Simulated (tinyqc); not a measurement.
MOS inversion layer, Poisson-Schroedinger loop: two steps of the calculation.

Electrons confined at an insulator interface at z = 0, treated as a hard wall; parabolic valleys, Hartree approximation, no image or exchange terms. The depletion charge lies far deeper than the electrons and gives a uniform field q Nd/(eps0 eps_r); the gate balances all charge. Energies are counted from the band edge at the interface.

Inputs (values chosen for the exercise); masses and permittivity close to those of In0.53Ga0.47As:
- eps_r = 13.6 (relative permittivity)
- mz1 = 0.0406 m0 (mass along z of valley set A (1 valley(s)))
- Ns = 4.1e11 cm^-2 (sheet density of electrons)
- hz = 1.3 nm (mesh step)
- a = 0.3 (mixing factor)

Constants: q = 1.602176634e-19 C, hbar = 1.054571817e-34 J s, m0 = 9.1093837015e-31 kg, eps0 = 8.8541878128e-14 F/cm where lengths are in cm, hbar^2/(2 m0) = 0.0380998212 eV nm^2. Results are converted to the units shown.

Problem 1. Levels and probability densities. Tridiagonal Hamiltonian with psi = 0 one step beyond both ends: H_ii = C (1/m_(i-1/2) + 1/m_(i+1/2))/hz^2 + V0_i + U_i, H_(i,i+1) = -C/(m_(i+1/2) hz^2), C = hbar^2/(2 m0). The lowest 2 level(s) are kept, normalised to hz sum |psi|^2 = 1. The mass is the same on all intervals.

```
node  fixed potential V0 (eV)  self-consistent potential U at the start (eV)
1                  0.02940458                                              0
2                  0.05880917                                              0
3                  0.08821375                                              0
4                  0.11761833                                              0
5                  0.14702292                                              0
6                  0.17642750                                              0
7                  0.20583208                                              0
8                  0.23523667                                              0
9                  0.26464125                                              0
10                 0.29404583                                              0
11                 0.32345042                                              0
12                 0.35285500                                              0
13                 0.38225958                                              0
14                 0.41166417                                              0
15                 0.44106875                                              0
16                 0.47047333                                              0
17                 0.49987792                                              0
18                 0.52928250                                              0
19                 0.55868708                                              0
```

Give: levels; |psi|^2 of A1; |psi|^2 of A2.

Solution 1.

levels (eV): A1 0.1821, A2 0.3170

```
node  |psi|^2 of A1 (1/nm)  |psi|^2 of A2 (1/nm)
1                   0.0385                0.0368
2                   0.1145                0.0808
3                   0.1644                0.0598
4                   0.1633                0.0108
5                   0.1266                0.0054
6                   0.0812                0.0524
7                   0.0446                0.1065
8                   0.0215                0.1284
9                   0.0092                0.1140
10                  0.0036                0.0813
11                  0.0013                0.0488
12                  0.0004                0.0253
13                  0.0001                0.0116
14                  0.0000                0.0047
15                  0.0000                0.0018
16                  0.0000                0.0006
17                  0.0000                0.0002
18                  0.0000                0.0000
19                  0.0000                0.0000
```

Problem 2. Density, output potential and mixing. n_i = sum_k N_k |psi_k|^2 (converted to cm^-3). Hartree part by Gauss: on the interval before node i the electrons still beyond are S_i = Ns - hz sum_(j<i) n_j, and U_i = U_(i-1) + q S_i hz/(eps0 eps_r) in eV, U_0 = 0 at the interface. Mixing: U(new) = U + a (U(out) - U).

```
node  z (nm)  self-consistent potential U at the start (eV)  |psi|^2 of A1 (1/nm)  |psi|^2 of A2 (1/nm)
1        1.3                                              0            0.03848363            0.03678703
2        2.6                                              0            0.11452067            0.08081128
3        3.9                                              0            0.16444923            0.05982249
4        5.2                                              0            0.16328993            0.01084545
5        6.5                                              0            0.12656082            0.00543020
6        7.8                                              0            0.08120238            0.05242683
7        9.1                                              0            0.04463477            0.10647091
8       10.4                                              0            0.02149689            0.12839697
9       11.7                                              0            0.00921686            0.11398305
10        13                                              0            0.00356007            0.08127685
11      14.3                                              0            0.00125032            0.04875380
12      15.6                                              0            0.00040226            0.02531105
13      16.9                                              0            0.00011928            0.01159288
14      18.2                                              0            0.00003276            0.00474823
15      19.5                                              0            0.00000837            0.00175534
16      20.8                                              0            0.00000199            0.00058807
17      22.1                                              0            0.00000044            0.00017710
18      23.4                                              0            0.00000009            0.00004555
19      24.7                                              0            0.00000001            0.00000768
```

N_k (cm^-2): A1 4.0999999e11, A2 6298.8812

Give: n; U(out); U after round 1.

Solution 2.

```
node  n (1e17 cm^-3)  U(out) (eV)  U after round 1 (1e-3 eV)
1              1.578      0.00709                      2.128
2              4.695      0.01383                      4.149
3              6.742      0.01951                      5.853
4              6.695      0.02367                      7.102
5              5.189      0.02633                      7.900
6              3.329      0.02783                      8.348
7              1.830      0.02857                      8.571
8              0.881      0.02890                      8.671
9              0.378      0.02904                      8.712
10             0.146      0.02909                      8.726
11             0.051      0.02910                      8.731
12             0.016      0.02911                      8.733
13             0.005      0.02911                      8.733
14             0.001      0.02911                      8.734
15             0.000      0.02911                      8.734
16             0.000      0.02911                      8.734
17             0.000      0.02911                      8.734
18             0.000      0.02911                      8.734
19             0.000      0.02911                      8.734
```

Program tinyqc, `OMP_NUM_THREADS=1 python tinyqc.py 2160130 2160131 out.jsonl`; Intel Xeon 2.30GHz, shared host, one thread, about 0.4 s.
